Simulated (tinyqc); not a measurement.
Coherent transport through a tight-binding region between two chains, step by step. One step of it, computed by the program tinyqc.

Problem. Transmission at E = -0.23 eV. Surface Green function g = (E - i sqrt(4 t^2 - E^2)) / (2 t^2); self-energy tc^2 g on each contact site; G = (E - H - Sigma)^(-1); Gamma = -2 Im Sigma; T = Gamma_L Gamma_R |G_LR|^2; local density of states -Im G_ii / pi.

H of the central region (eV):
```
[[-0.400000, -1.350000, 0.000000, 0.000000, 0.000000],
 [-1.350000, -0.080000, -1.890000, 0.000000, 0.000000],
 [0.000000, -1.890000, -0.760000, -2.220000, 0.000000],
 [0.000000, 0.000000, -2.220000, 0.390000, -2.220000],
 [0.000000, 0.000000, 0.000000, -2.220000, -0.450000]]
```

Leads: semi-infinite chains with site energy 0:
```
parameter                           value
lead hopping t (eV)              2.670000
coupling to the left lead (eV)   0.560000
coupling to the right lead (eV)  1.450000
left contact site                       1
right contact site                      5
```

E = -0.230000 eV

Give: g; G; local density of states; transmission.

Solution.

g = -0.0161-0.3742i 1/eV

G (1/eV):
```
[[1.0397-0.8032i, 0.5361+0.0138i, -0.7001+0.5748i, -0.2893-0.1490i, 0.6193-0.6164i],
 [0.5361+0.0138i, -0.0683-0.0484i, 0.1407-0.0137i, 0.0246+0.0445i, -0.1339+0.0261i],
 [-0.7001+0.5748i, 0.1407-0.0137i, 0.5112-0.4117i, 0.2086+0.1099i, -0.4530+0.4424i],
 [-0.2893-0.1490i, 0.0246+0.0445i, 0.2086+0.1099i, -0.0707-0.0641i, 0.2221-0.1278i],
 [0.6193-0.6164i, -0.1339+0.0261i, -0.4530+0.4424i, 0.2221-0.1278i, 0.5150-0.4781i]]
```

local density of states (1/eV): [0.2557, 0.0154, 0.1310, 0.0204, 0.1522]

transmission = 0.2819
